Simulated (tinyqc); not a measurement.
Current crowding under a contact, resistor ladder against the transmission-line model: one step of the calculation.

A metal contact of length d and width W on a thin layer of the same width. The metal has no resistance, the sheet resistance under it equals Rsh, and current enters the layer at the front edge x = 0.

Question. Voltages and the share of the current. Cut the contact into n cells of length hc = d/n. Neighbouring cell centres are joined by a = W/(Rsh hc), each centre joins the metal (0 V) by g = W hc/rc, and I enters cell 1 through half a cell: -a v_(i-1) + b_i v_i - a v_(i+1) = I for i = 1 and 0 otherwise, b_i = g + 2 a (g + a at both ends). Rc = v_1/I + 1/(2 a). Cell i passes g v_i to the metal.

Values chosen for this exercise:
- n = 10 (cells)
- I = 1 mA (current)

a = 5.0203528 S
g = 0.013772222 S
b_i, cell 1 to 10 (S): [5.0341250, 10.054478, 10.054478, 10.054478, 10.054478, 10.054478, 10.054478, 10.054478, 10.054478, 5.0341250]

Wanted: v_i; share of the current; Rc of the ladder.

Answer.

```
cell  v_i (mV)  share of the current (%)
1         7.82                      10.8
2         7.64                      10.5
3         7.48                      10.3
4         7.35                      10.1
5         7.23                      10.0
6         7.13                       9.8
7         7.06                       9.7
8         7.00                       9.6
9         6.96                       9.6
10        6.94                       9.6
```

Rc of the ladder = 7.92 ohm

The first cell passes 10.8 % of the current and the last 9.56 %; an even spread would give 10.0 % each.

Program tinyqc, `OMP_NUM_THREADS=1 python tinyqc.py 2760122 2760123 out.jsonl`; Intel Xeon 2.30GHz, shared host, one thread, about 0.01 s.
